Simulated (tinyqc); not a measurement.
Ways to converge the cycle: SCF convergence aids in the sto-6g basis, for BeH2, spin multiplicity 1. Computed by the program tinyqc with PySCF. RHF with one setting changed at a time; a run stops when the energy changes by less than 1e-09 hartree and the error matrix is below 1e-5. The start is random orbitals. Damping d keeps d of the old density; a shift (hartree) raises the virtual levels; DIIS n extrapolates F over n matrices.

Geometry (angstrom):

| atom | x | y | z |
|---|---|---|---|
| Be | 0.0000 | 0.0000 | 0.0000 |
| H | 0.0000 | 1.5950 | 0.0000 |
| H | 0.0000 | -1.6390 | 0.0000 |

lowest restricted solution found by these runs and by PySCF = -15.660992 hartree

Largest element of the error matrix X^T (FDS - SDF) X:

| iteration | plain | damping 0.3 | damping 0.6 | shift 0.4 | DIIS 3 | DIIS 8 |
|---|---|---|---|---|---|---|
| 1 | 4.2e+00 | 4.2e+00 | 4.2e+00 | 4.2e+00 | 4.2e+00 | 4.2e+00 |
| 2 | 3.4e-01 | 1.2e+00 | 2.3e+00 | 4.1e-01 | 3.4e-01 | 3.4e-01 |
| 3 | 1.9e-01 | 4.2e-01 | 1.4e+00 | 2.2e-01 | 2.0e-01 | 2.0e-01 |
| 4 | 4.8e-02 | 1.5e-01 | 8.6e-01 | 2.6e-01 | 6.4e-02 | 6.4e-02 |
| 5 | 2.4e-02 | 5.6e-02 | 5.4e-01 | 2.0e-01 | 1.4e-02 | 1.8e-02 |
| 6 | 1.2e-02 | 3.8e-02 | 3.4e-01 | 1.1e-01 | 3.3e-03 | 3.6e-03 |
| 8 | 3.2e-03 | 1.7e-02 | 1.3e-01 | 4.7e-02 | 1.2e-04 | 1.0e-04 |
| 10 | 8.2e-04 | 7.1e-03 | 5.3e-02 | 2.2e-02 | 2.1e-06 | 2.0e-06 |
| 14 | 5.5e-05 | 1.3e-03 | 1.7e-02 | 4.8e-03 | - | - |
| 20 | - | 1.1e-04 | 4.5e-03 | 6.1e-04 | - | - |
| 30 | - | - | 5.1e-04 | 2.0e-05 | - | - |
| 45 | - | - | 1.9e-05 | - | - | - |

How each run ends:

| run | iterations | E (hartree) | state |
|---|---|---|---|
| plain | 17 | -15.66099 | lowest found |
| damping 0.3 | 26 | -15.66099 | lowest found |
| damping 0.6 | 49 | -15.66099 | lowest found |
| shift 0.4 | 33 | -15.66099 | lowest found |
| DIIS 3 | 11 | -15.66099 | lowest found |
| DIIS 8 | 10 | -15.66099 | lowest found |

What does the comparison show, and why?

6 of 6 runs reach the lowest restricted solution found, in 10 to 49 iterations (fastest: DIIS 8). Plain steps already contract here, so damping only slows them. DIIS 3 and DIIS 8 gain by cancelling the error over several earlier matrices, much as a quasi-Newton step does.
